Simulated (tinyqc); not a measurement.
Worked calculation: tight binding, dimerised chain. Computed by tinyqc, a small Python program that keeps every step. Settings: t1 = 2.2, t2 = 0.57, delta = 0.08, points = 12, cells = 3. Command: `OMP_NUM_THREADS=1 python tinyqc.py 29732 29733 out.jsonl` (the two numbers bound the seeds that draw the settings). One thread of a shared host (Intel(R) Xeon(R) Processor @ 2.60GHz), about 0.01 s of CPU time with the checks.

## Bloch Hamiltonian at k

Parameters chosen for this model:
```
parameter     value                      unit
t1         2.200000       eV, inside the cell
t2         0.570000         eV, between cells
delta      0.080000  eV, +/- on the two sites
```

k point k (2 pi / a): [0.210000]

H_AA = +delta, H_BB = -delta, H_AB = -t1 - t2 exp(-i k a).

H(k) at k (eV), order A, B:
```
[[0.080000, -2.341753+0.552092i],
 [-2.341753-0.552092i, -0.080000]]
```

## Levels at k

Diagonalise the Hermitian matrix.

eigenvalues (eV): [-2.407284, 2.407284]

weights |c|^2 of the basis functions, order A, B:
```
[[0.483384, 0.516616],
 [0.516616, 0.483384]]
```

## Bloch Hamiltonian at X

k point X (2 pi / a): [0.500000]

As before.

H(k) at X (eV), order A, B:
```
[[0.080000, -1.630000],
 [-1.630000, -0.080000]]
```

## Levels at X

As before.

eigenvalues (eV): [-1.631962, 1.631962]

weights |c|^2 of the basis functions, order A, B:
```
[[0.475490, 0.524510],
 [0.524510, 0.475490]]
```

## Bands along a path

The same steps at evenly spaced points between the labelled ones.

Bands along the path (eV):
```
k            band 1    band 2
G         -2.771155  2.771155
G-X 0.33  -2.534818  2.534818
G-X 0.67  -1.979217  1.979217
X         -1.631962  1.631962
```

With 1 band(s) filled, the highest filled level on these points lies at X and the lowest empty one at X: a gap of 3.2639 eV, direct.

## Berry (Zak) phase of the lower band

On 12 points k_j = j/N: phase = -Im ln of the product of <u_j|u_(j+1)>, closed with u_N = u_0 (the cell-periodic part is taken without the site positions). Single arguments depend on the phases chosen for the u_j; only their sum modulo 2 pi does not.

Overlaps:
```
j   |<u_j|u_j+1>|  argument (rad)
0        0.998612       -0.051166
1        0.998973       -0.043954
2        0.999587       -0.027753
3        0.999996        0.000595
4        0.999056        0.041513
5        0.996585        0.078799
6        0.996585        0.078799
7        0.999056        0.041513
8        0.999996        0.000595
9        0.999587       -0.027753
10       0.998973       -0.043954
11       0.998612       -0.051166
```

phase / pi, folded into (-1, 1] = 0.001253

## Open chain of 3 cells

H of the open chain (eV):
```
[[0.080000, -2.200000, 0.000000, 0.000000, 0.000000, 0.000000],
 [-2.200000, -0.080000, -0.570000, 0.000000, 0.000000, 0.000000],
 [0.000000, -0.570000, 0.080000, -2.200000, 0.000000, 0.000000],
 [0.000000, 0.000000, -2.200000, -0.080000, -0.570000, 0.000000],
 [0.000000, 0.000000, 0.000000, -0.570000, 0.080000, -2.200000],
 [0.000000, 0.000000, 0.000000, 0.000000, -2.200000, -0.080000]]
```

The same hoppings without the wrap-around bond.

levels (eV): [-2.621475, -2.238348, -1.818425, 1.818425, 2.238348, 2.621475]

weights of the highest filled level on the sites: [0.149867, 0.111596, 0.225945, 0.246740, 0.102191, 0.163661]

The bulk gap runs from -1.6320 to 1.6320 eV; no level of this chain lies inside it.
